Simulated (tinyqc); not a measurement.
# Metal-interlayer-semiconductor contact, depinning against tunnelling resistance: contact resistivity against the interlayer thickness

Zero bias, n-type semiconductor. Gap states at the semiconductor surface thin out as exp(-be ti), which unpins the barrier; electrons must then cross the interlayer (a rectangular barrier, no voltage drop across it) and the parabolic depleted layer, both by WKB. Energies E are counted from the Fermi level; no image force, parabolic bands.

S = 1/(1 + (1/S0 - 1) exp(-be ti)); phiB = S (phiM - chi) + (1 - S)(Eg - E0); xi = Ec - EF deep inside, from Nd = Nc F(-xi/Vt), F(x) = (2/sqrt(pi)) int_0^infinity sqrt(u) du/(1 + exp(u - x)); band bending U = phiB - xi; E00 = (hbar/2) sqrt(Nd/(eps0 eps_r mt m0)) in volts; A = 4 pi q mA m0 kB^2/h^3. With U = phiB - xi: for xi < E < phiB, y = (E - xi)/U and G1 = (U/E00) [sqrt(1 - y) - y ln((1 + sqrt(1 - y))/sqrt(y))], G1 = 0 above phiB; G2 = 2 ti sqrt(mi max(phiB + dE - E, 0)/C), C = hbar^2/(2 m0); f = 1/(1 + exp(E/Vt)); 1/rho_c = (A T^2/Vt^2) times the integral of exp(-G1 - G2) f over E from xi upwards. Shares under 0.001 % are printed as 0; rows without band bending are left out.

Inputs (values chosen for the exercise); semiconductor values close to those of silicon; interlayer mass of the order of that in aluminium oxide, offset chosen freely:
```
symbol,value,unit,meaning
T,300,K,temperature
Eg,1.16,eV,band gap
eps_r,11.5,,relative permittivity
chi,4.12,eV,electron affinity
Nc,2.8e19,cm^-3,conduction-band density of states at T
mt,0.191,m0,tunnelling mass in the semiconductor
mA,2.02,m0,Richardson mass
Nd,4.5e18,cm^-3,donor density
E0,0.35,eV,charge-neutrality level above the valence band
S0,0.27,,pinning factor without interlayer
phiM,4.54,eV,metal work function
dE,2.47,eV,conduction-band offset of the interlayer above the semiconductor
mi,0.36,m0,tunnelling mass in the interlayer
be,4.2,1/nm,decay constant of gap states through the interlayer
```

Constants: q = 1.602176634e-19 C, kB = 1.380649e-23 J/K, eps0 = 8.8541878128e-12 F/m, hbar = 1.054571817e-34 J s, h = 6.62607015e-34 J s, m0 = 9.1093837015e-31 kg, Vt = kB T/q, hbar^2/(2 m0) = 0.0380998212 eV nm^2. Results are converted to the units shown.

The same in every row: E00/Vt = 1.03.

Results:
```
ti (nm)	S	phiB (eV)	rho_c (ohm cm^2)	rho_c with G2 = 0 (ohm cm^2)	peak of the integrand (eV)	share above phiB (%)
0	0.270	0.705	0.148	0.148	0.311	0.0182
0.4	0.665	0.551	0.115	0.00193	0.255	0.116
0.8	0.914	0.453	0.412	1.29e-4	0.220	0.385
1.2	0.983	0.427	10.7	6.13e-5	0.214	0.602
1.6	0.997	0.421	506	5.28e-5	0.216	0.754
2	0.999	0.420	2.71e4	5.13e-5	0.221	0.900
2.8	1.00	0.420	8.11e7	5.10e-5	0.231	1.25
3.2	1.00	0.420	4.43e9	5.09e-5	0.237	1.47
```

Estimate the missing row, ti = 2.4 nm.

Computed row:
```
ti (nm)	S	phiB (eV)	rho_c (ohm cm^2)	rho_c with G2 = 0 (ohm cm^2)	peak of the integrand (eV)	share above phiB (%)
2.4	1.00	0.420	1.48e6	5.10e-5	0.226	1.06
```

With this row back in the table: As ti goes from 0 to 3.2, phiB falls from 0.705 to 0.420 eV and rho_c goes from 0.148 through a minimum of 0.115 (at ti = 0.4 among the rows listed) to 4.43e9 ohm cm^2. At ti = 0.4 nm rho_c is 1.29 times lower than without interlayer: up to there the falling barrier gains more than tunnelling through the layer costs, beyond it the layer dominates. The ratio of rho_c to its value with G2 = 0 runs from 1.00 to 8.69e13.

Range of the model: The depletion charge would drop about 0.12 V across such an interlayer (eps_r near 9) at ti = 1.3 nm and Nd = 4.5e18 cm^-3, against a band bending of 0.38 V; this model leaves that drop out.

Computed by the program tinyqc: `OMP_NUM_THREADS=1 python tinyqc.py 2270115 2270116 out.jsonl`, one thread of a shared Intel Xeon 2.30GHz, about 0.03 s for the whole run.
